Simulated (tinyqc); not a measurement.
Plane-wave Kohn-Sham cycle with exchange-only LDA in a layered model solid, step by step. Computed by tinyqc, a small Python program that keeps every step. Settings: points = 16, plane-wave index or count = 2, electrons = 4, k points = 3, area = 17.0, mixing = 0.8, iteration cap = 68, Kerker q0 = 0.61. Command: `OMP_NUM_THREADS=1 python tinyqc.py 31527 31528 out.jsonl` (the two numbers bound the seeds that draw the settings). One thread of a shared host (Intel(R) Xeon(R) Processor @ 2.60GHz), about 0.01 s of CPU time with the checks. Later iterations appear only in the table of the cycle.

## Iteration 1: potential

A solid whose potential varies along x alone (atomic units):
```
parameter                      value
period a                    7.800000
cross-section of the cell  17.000000
electrons per cell                 4
grid points                       16
plane waves -n..n, n               2
k points                           3
V1 in V1 cos(2 pi x/a)     -0.690000
```

density at the start, on the grid x_j = j a/N (e/bohr^3): 0.03016591  0.03016591  0.03016591  0.03016591  0.03016591  0.03016591  0.03016591  0.03016591  0.03016591  0.03016591  0.03016591  0.03016591  0.03016591  0.03016591  0.03016591  0.03016591

V_H(G) = 4 pi rho(G)/G^2 for G != 0 (uniform background); v_x = -(3 rho/pi)^(1/3); V = V_ext + V_H + v_x; Fourier components f(G_m) = (1/N) sum_j f(x_j) exp(-i G_m x_j).

Potentials on the grid (hartree):
```
x             V_ext       V_H        v_x          V
0.000000  -0.690000  0.000000  -0.306546  -0.996546
0.487500  -0.637477  0.000000  -0.306546  -0.944023
0.975000  -0.487904  0.000000  -0.306546  -0.794450
1.462500  -0.264052  0.000000  -0.306546  -0.570598
1.950000          0  0.000000  -0.306546  -0.306546
2.437500   0.264052  0.000000  -0.306546  -0.042495
2.925000   0.487904  0.000000  -0.306546   0.181357
3.412500   0.637477  0.000000  -0.306546   0.330931
3.900000   0.690000  0.000000  -0.306546   0.383454
4.387500   0.637477  0.000000  -0.306546   0.330931
4.875000   0.487904  0.000000  -0.306546   0.181357
5.362500   0.264052  0.000000  -0.306546  -0.042495
5.850000          0  0.000000  -0.306546  -0.306546
6.337500  -0.264052  0.000000  -0.306546  -0.570598
6.825000  -0.487904  0.000000  -0.306546  -0.794450
7.312500  -0.637477  0.000000  -0.306546  -0.944023
```

V(G_m), m = 0, 1, 2, ... (hartree): -0.306546  -0.345000  0.000000  0.000000  0.000000

## Iteration 1: Hamiltonian at one k

k = 0.000000 2 pi / a

H(m,m') = (k + G_m)^2/2 delta + V(G_m - G_m'), with V(-G) = V(G).

H (hartree), lower triangle:
```
           -2         -1         +0         +1        +2
-2   0.991232
-1  -0.345000   0.017898
+0   0.000000  -0.345000  -0.306546
+1   0.000000   0.000000  -0.345000   0.017898
+2   0.000000   0.000000   0.000000  -0.345000  0.991232
```

## Iteration 1: levels at that k

Diagonalise the Hermitian matrix.

eigenvalues (hartree): -0.683935  -0.091983  0.267821  1.101113  1.118698

## Iteration 1: new density

Motion across x is left out: the lowest 2 band(s) hold two electrons at each of the k points (j + 1/2)/nk - 1/2. Residual R = rho(out) - rho(in); rho(new) = rho(in) + 0.8 R, with R(G) scaled by G^2/(G^2 + 0.61^2) (Kerker). rho(out) = 2/(a A nk) sum |psi|^2 with psi = sum c exp(i G x). Harris energy E = band energy - dV sum rho (V_H/2 + v_x) + (3/4) dV sum rho v_x with rho(in), dV = a A/N, band energy = (2/nk) sum of the filled levels.

rho(out) (e/bohr^3): 0.04985431  0.05286974  0.05570056  0.04880426  0.03266321  0.01639339  0.00651799  0.00259626  0.00170948  0.00259626  0.00651799  0.01639339  0.03266321  0.04880426  0.05570056  0.05286974

density after iteration 1 (e/bohr^3): 0.03796523  0.04074509  0.04431980  0.04131250  0.03184473  0.02242390  0.01746919  0.01618216  0.01609464  0.01618216  0.01746919  0.02242390  0.03184473  0.04131250  0.04431980  0.04074509

energy per cell = -1.27033776 hartree

## Iteration 2: potential

As before.

Potentials on the grid (hartree):
```
x             V_ext        V_H        v_x          V
0.000000  -0.690000   0.268531  -0.330968  -0.752437
0.487500  -0.637477   0.256119  -0.338856  -0.720214
0.975000  -0.487904   0.211877  -0.348490  -0.624516
1.462500  -0.264052   0.127119  -0.340422  -0.477355
1.950000          0   0.010774  -0.312131  -0.301357
2.437500   0.264052  -0.110636  -0.277690  -0.124275
2.925000   0.487904  -0.210113  -0.255514   0.022277
3.412500   0.637477  -0.272602  -0.249078   0.115796
3.900000   0.690000  -0.293605  -0.248628   0.147766
4.387500   0.637477  -0.272602  -0.249078   0.115796
4.875000   0.487904  -0.210113  -0.255514   0.022277
5.362500   0.264052  -0.110636  -0.277690  -0.124275
5.850000          0   0.010774  -0.312131  -0.301357
6.337500  -0.264052   0.127119  -0.340422  -0.477355
6.825000  -0.487904   0.211877  -0.348490  -0.624516
7.312500  -0.637477   0.256119  -0.338856  -0.720214
```

V(G_m), m = 0, 1, 2, ... (hartree): -0.301497  -0.226868  -0.000369  0.001691  -0.000182

## Iteration 2: Hamiltonian at one k

k = 0.000000 2 pi / a

As before.

H (hartree), lower triangle:
```
           -2         -1         +0         +1        +2
-2   0.996281
-1  -0.226868   0.022947
+0  -0.000369  -0.226868  -0.301497
+1   0.001691  -0.000369  -0.226868   0.022947
+2  -0.000182   0.001691  -0.000369  -0.226868  0.996281
```

## Iteration 2: levels at that k

As before.

eigenvalues (hartree): -0.508542  -0.027691  0.176342  1.047470  1.049381

## Iteration 2: new density

As before.

rho(out) (e/bohr^3): 0.04497493  0.04706052  0.04940167  0.04547891  0.03441695  0.02143732  0.01173982  0.00668690  0.00523548  0.00668690  0.01173982  0.02143732  0.03441695  0.04547891  0.04940167  0.04706052

density after iteration 2 (e/bohr^3): 0.04134176  0.04371216  0.04670710  0.04358978  0.03366801  0.02237151  0.01458182  0.01099019  0.01007170  0.01099019  0.01458182  0.02237151  0.03366801  0.04358978  0.04670710  0.04371216

energy per cell = -0.97023850 hartree

## Convergence

Stop when sqrt(dV sum R^2) is below 1e-8, dV = a A/N.

Course of the cycle:
```
iteration  E (hartree)  norm of the residual
1          -1.27033776              2.45e-01
2          -0.97023850              7.02e-02
3          -0.94947007              1.72e-02
4          -0.94871361              4.71e-03
5          -0.94869466              1.38e-03
6          -0.94869474              4.12e-04
7          -0.94869481              1.23e-04
8          -0.94869482              3.67e-05
9          -0.94869482              1.09e-05
10         -0.94869482              3.25e-06
11         -0.94869482              9.70e-07
12         -0.94869482              2.90e-07
13         -0.94869482              8.65e-08
14         -0.94869482              2.59e-08
15         -0.94869482              7.74e-09
```

Converged in 15 iterations. Before convergence this energy mixes input and output and is not variational, so it may rise towards its limit.
